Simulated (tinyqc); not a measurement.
Hydrogen passivation of interface dangling bonds: competing passivation and dissociation with distributed barriers: one step, computed by the program tinyqc.

P_b + H2 gives P_bH + H at the rate k_f [H2]; P_bH gives P_b + H at the rate k_d. All defects start unpassivated. E_f and E_d are Gaussian and independent.

Problem. Single barriers. [H2] = solubility factor x p; a = k_f0 [H2] exp(-E_f/(k_B T)), d = k_d0 exp(-E_d/(k_B T)). For one pair of barriers the active share is y = [d + a exp(-(a + d) t)]/(a + d). Temperatures in kelvin are T(C) + 273.15.

Inputs (values chosen for the exercise, close to those used for P_b centres at the silicon-oxide interface): passivation prefactor k_f0 = 2.5e-07 cm^3/s; mean passivation barrier E_f = 1.65 eV; spread sigma_f = 0.032 eV; dissociation prefactor k_d0 = 4.6e+12 1/s; mean dissociation barrier E_d = 2.59 eV; spread sigma_d = 0.06 eV; H2 in the oxide per atm, solubility factor = 9.8e+17 1/(cm^3 atm); hydrogen pressure p = 0.03 atm; anneal temperature T = 450 C; anneal time t = 530 s.

Constants: k_B = 8.617333262e-05 eV/K.

Give: passivation rate a; dissociation rate d; a t; steady active share d/(a + d); active share, single barriers.

Solution.

passivation rate a = 0.023287 1/s

dissociation rate d = 4.0976e-06 1/s

a t = 12.342

steady active share d/(a + d) = 1.7593e-04

active share, single barriers = 1.8029e-04

Passivation has run its course, and the balance with dissociation sets the remainder. Caution: single-barrier shares below about 1e-3 are formal; measured passivation levels off well above them.
